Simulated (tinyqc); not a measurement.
# In-plane mass from two subband densities

Problem. At zero temperature each occupied subband holds N_k = D (EF - E_k), D = md m0 q/(pi hbar^2) per eV. Two subbands are occupied. Find md, EF - E1 and EF - E2.

Constants: q = 1.602176634e-19 C, hbar = 1.054571817e-34 J s, m0 = 9.1093837015e-31 kg. Results are converted to the units shown.

N1, N2 (cm^-2): [1.0873427e12, 2.5e11]
E2 - E1 = 47.5 meV

Solution. N1 - N2 = D (E2 - E1) gives D and so md; each N_k/D is a distance to EF.

md = 0.0422 m0
EF - E1 = 61.7 meV
EF - E2 = 14.2 meV

Numbers from tinyqc (`OMP_NUM_THREADS=1 python tinyqc.py 2140019 2140020 out.jsonl`; about 0.2 s on one thread of a shared Intel Xeon 2.30GHz).
